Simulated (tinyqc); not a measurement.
Worked calculation: plane-wave Kohn-Sham cycle with exchange-only LDA in a layered model solid. One step of it, computed by the program tinyqc.

Task: Iteration 1: Hamiltonian at one k. H(m,m') = (k + G_m)^2/2 delta + V(G_m - G_m'), with V(-G) = V(G).

A solid whose potential varies along x alone (atomic units):
```
parameter                      value
period a                   17.700000
cross-section of the cell  28.000000
electrons per cell                 4
grid points                       16
plane waves -n..n, n               2
k points                           1
V1 in V1 cos(2 pi x/a)     -0.280000
V2 in V2 cos(4 pi x/a)     -0.080000
```

V(G_m), m = 0, 1, 2, ... (hartree): [-0.197530, -0.140000, -0.040000, 0.000000, 0.000000]

k = 0.000000 2 pi / a

Give: H.

Result:

H (hartree), order -2, -1, +0, +1, +2:
```
[[0.054, -0.140, -0.040, 0.000, 0.000],
 [-0.140, -0.135, -0.140, -0.040, 0.000],
 [-0.040, -0.140, -0.198, -0.140, -0.040],
 [0.000, -0.040, -0.140, -0.135, -0.140],
 [0.000, 0.000, -0.040, -0.140, 0.054]]
```
